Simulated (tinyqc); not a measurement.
RKS/BLYP in the sto-3g basis, for H2, spin multiplicity 1, step by step. One step of it, computed by the program tinyqc.

Problem. Iteration 3 (converged): orbitals. Diagonalise F' = X^T F X, C = X C', fill 1 alpha and 1 beta electrons from the bottom; D = 2 C_occ C_occ^T. Each column has its largest component positive (the first on a tie).

converged F (hartree), order 1H 1s, 2H 1s:
$$\begin{pmatrix}
-0.152254 & -0.226203 \\
-0.226203 & -0.152254
\end{pmatrix}$$

X, order 1H 1s, 2H 1s:
$$\begin{pmatrix}
0.931168 & 0.592693 \\
-0.931168 & 0.592693
\end{pmatrix}$$

Give: F' = X^T F X; orbital energies; coefficients C; D after iteration 3.

Solution.

F' = X^T F X (hartree):
$$\begin{pmatrix}
0.1282 & 0.0000 \\
0.0000 & -0.2659
\end{pmatrix}$$

orbital energies (hartree): MO1 -0.2659, MO2 0.1282

coefficients C, order 1H 1s, 2H 1s:
$$\begin{pmatrix}
0.5927 & 0.9312 \\
0.5927 & -0.9312
\end{pmatrix}$$

D after iteration 3, order 1H 1s, 2H 1s:
$$\begin{pmatrix}
0.7026 & 0.7026 \\
0.7026 & 0.7026
\end{pmatrix}$$
